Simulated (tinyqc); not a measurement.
# Carrier lifetime of a p-type layer with SRH, radiative, Auger and surface recombination: lifetime against injection

Uniform excess density dn = dp (no trapping), n = n0 + dn, p = p0 + dn, Boltzmann statistics, full ionisation. Surfaces enter as a rate 2 S dn/d, which holds while diffusion to them is fast.

ni = sqrt(Nc Nv) exp(-Eg/(2 Vt)), Eg in volts; majority density N/2 + sqrt(N^2/4 + ni^2), n0 p0 = ni^2; n1 = Nc exp(-Et/Vt), p1 = Nv exp((Et - Eg)/Vt); tn0 = 1/(sn vth Nt), tp0 = 1/(sp vth Nt). With e = n p - ni^2 = dn (n0 + p0 + dn): U_SRH = e/(tp0 (n + n1) + tn0 (p + p1)), U_rad = B e, U_Aug = (Cn n + Cp p) e, U_s = 2 S dn/d. Each tau is dn over its rate; tau = dn/U with U the sum.

Values chosen for this exercise; band and dielectric values close to those of silicon: temperature T = 250 K; band gap Eg = 1.11 eV; conduction-band density of states at T Nc = 2.15e19 cm^-3; valence-band density of states at T Nv = 2.03e19 cm^-3; radiative coefficient B = 4.79e-15 cm^3/s; acceptor density N = 7.8e17 cm^-3; Auger coefficient (two electrons) Cn = 2.8e-31 cm^6/s; Auger coefficient (two holes) Cp = 1.2e-31 cm^6/s; trap density Nt = 2.4e11 cm^-3; capture cross-section for electrons sn = 1e-14 cm^2; capture cross-section for holes sp = 4e-16 cm^2; thermal velocity (both carriers) vth = 1.8e7 cm/s; trap level below the conduction band Et = 0.29 eV; surface recombination velocity (both faces) S = 0 cm/s; sample thickness d = 10 um.

Constants: q = 1.602176634e-19 C, kB = 1.380649e-23 J/K, Vt = kB T/q. Results are converted to the units shown.

Lifetime against injection:
```
dn (cm^-3)	tau_SRH (s)	tau_rad (s)	tau_Aug (s)	tau (s)	radiative share (%)	largest path
1e11	2.317e-5	2.677e-4	1.370e-5	8.340e-6	3.116	Auger
1e12	2.317e-5	2.677e-4	1.370e-5	8.340e-6	3.116	Auger
1e13	2.318e-5	2.676e-4	1.370e-5	8.341e-6	3.116	Auger
1e14	2.325e-5	2.676e-4	1.369e-5	8.347e-6	3.119	Auger
1e15	2.391e-5	2.673e-4	1.362e-5	8.405e-6	3.144	Auger
1e16	3.050e-5	2.643e-4	1.297e-5	8.797e-6	3.329	Auger
1e17	8.893e-5	2.372e-4	8.506e-6	7.517e-6	3.169	Auger
1e18	3.483e-4	1.173e-4	1.138e-6	1.124e-6	0.9580	Auger
1e19	5.600e-4	1.937e-5	2.266e-8	2.263e-8	0.1169	Auger
```

Read the table: what changes, and by how much?

Auger recombination leads at dn = 1e11 and in all other rows. The total lifetime goes from 8.34e-6 through a maximum of 8.80e-6 (at dn = 1e16 among the rows listed) to 2.26e-8 s. tau_SRH goes from 2.32e-5 s (low-injection limit 2.32e-5 s) to 5.60e-4 s (high-injection limit tn0 + tp0 = 6.02e-4 s). Between the last two rows tau_rad goes as dn^(-0.78) and tau_Aug as dn^(-1.70); the radiative share goes from 3.12 through a maximum of 3.33 (at dn = 1e16 among the rows listed) to 0.117 %. For dn = 1e19 the carriers are degenerate, where B and the Auger coefficients no longer stay constant.

Numbers from tinyqc (`OMP_NUM_THREADS=1 python tinyqc.py 2300019 2300020 out.jsonl`; about 0.01 s on one thread of a shared Intel Xeon 2.30GHz).
